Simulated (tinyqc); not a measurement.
Pressure-driven transition between two phases with analytic equations of state: one step, computed by the program tinyqc. Command: `OMP_NUM_THREADS=1 python tinyqc.py 3001913 3001914 out.jsonl transition walk`. One thread of a shared host (Intel(R) Xeon(R) Processor @ 2.30GHz), about 0.04 s of CPU time with the checks.

Each phase obeys E = E0 + (9 B0 V0/h^2) {1 + [h (1 - x) - 1] exp(h (1 - x))}, P = 3 B0 (1 - x) x^-2 exp(h (1 - x)), x = (V/V0)^(1/3), h = (3/2)(B' - 1); E0 = 0 for phase 1 and Delta E0 for phase 2. H = E + P V.

Task: Shift with temperature. Start from P = Delta E0/(V0 of phase 1 - V0 of phase 2); at each P solve P(V) = P for both phases and step P(new) = P - (H_2 - H_1)/(V_2 - V_1); stop when |H_2 - H_1| < 1e-10 eV. At the zero-temperature transition the volume change is V_2/V_1 - 1 and the work is P (V_1 - V_2). At T the condition is H_2 - H_1 - T Delta S = 0, with Delta S constant and thermal expansion left out; the Clausius-Clapeyron slope is dP/dT = Delta S/(V_2 - V_1) at the zero-temperature point.

Inputs (values chosen for the exercise, for two model phases):

| quantity | value | unit |
|---|---|---|
| volume V0 of phase 1 | 15.9 | angstrom^3/atom |
| B0 of phase 1 | 42.3 | GPa |
| B' of phase 1 | 3.88 | - |
| volume V0 of phase 2 | 13.1 | angstrom^3/atom |
| B0 of phase 2 | 38.8 | GPa |
| B' of phase 2 | 4.05 | - |
| energy of phase 2 above phase 1, Delta E0 | 0.048 | eV/atom |
| entropy of phase 2 less phase 1, Delta S | -0.34 | k_B/atom |
| temperature T | 600 | K |

Equation of state: Vinet.

V_2 at the transition = 12.29380 angstrom^3

V_1 at the transition = 14.98794 angstrom^3

transition pressure = 2.799947 GPa

Constants: k_B = 8.617333262e-05 eV/K; 1 eV/angstrom^3 = 160.2176634 GPa.

Give: Clapeyron slope; transition pressure at T; linear estimate at T.

Result:

Clapeyron slope = 1.742 MPa/K

transition pressure at T = 3.853 GPa

linear estimate at T = 3.845 GPa

The dense phase has the lower entropy, so heating raises the transition pressure. Caution: a constant Delta S holds only at high temperature; it vanishes as T goes to 0, so the shift counted from T = 0 is somewhat too large.
